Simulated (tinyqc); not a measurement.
## Delay unit and parasitic delay from two ring oscillators

Problem. A ring of 21 inverters oscillates at 1/(2 x 21 d), with stage delay d = tau (h + p) for fan-out h. Find tau, p and the delay at fan-out 4.

frequencies of 21-stage ring oscillators with fan-out 1 and 5 (GHz): 3.4346274  1.3962728

Solution. d is a straight line in h with slope tau and intercept tau p.

tau = 2.53 ps
p = 1.74
delay at fan-out 4 = 14.5 ps

tinyqc, about 0.01 s, one thread, Intel Xeon 2.30GHz (shared host): `OMP_NUM_THREADS=1 python tinyqc.py 2082045 2082046 out.jsonl`
